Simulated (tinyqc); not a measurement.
Cell-based percolation model of oxide breakdown: one step of the calculation.

The oxide, of thickness n a, is cut into cubic cells. A cell is defective with the chance l = 1 - exp(-a^3 N), N = N1 (t/1 s)^al. A column of n defective cells breaks the oxide down, and the area holds M = A/a^2 independent columns: 1 - F = (1 - l^n)^M.

Problem. Critical defect density. At F = 1 - 1/e: l_c = (1 - exp(-1/M))^(1/n), N_bd = -ln(1 - l_c)/a^3, t63 = (N_bd/N1)^(1/al). W = ln(-ln(1 - F)); for small l, W = ln M + n ln(a^3 N), so the Weibull slope is n al.

Inputs (values chosen for the exercise): edge of a cell a = 0.6 nm; cells across the oxide n = 6; area A = 0.06 um^2; exponent of defect growth al = 0.45; defect density after 1 s N1 = 1.1e18 cm^-3.

Find: thickness; M; l_c; N_bd; N_bd times thickness; t63; n al.

Solution.

thickness = 3.6000 nm
M = 1.6667e5
l_c = 0.13480
N_bd = 6.7035e20 cm^-3
N_bd times thickness = 2.4133e14 cm^-2
t63 = 1.5441e6 s
n al = 2.7000

Computed by the program tinyqc: `OMP_NUM_THREADS=1 python tinyqc.py 2070143 2070144 out.jsonl`, one thread of a shared Intel Xeon 2.30GHz, about 0.01 s for the whole run.
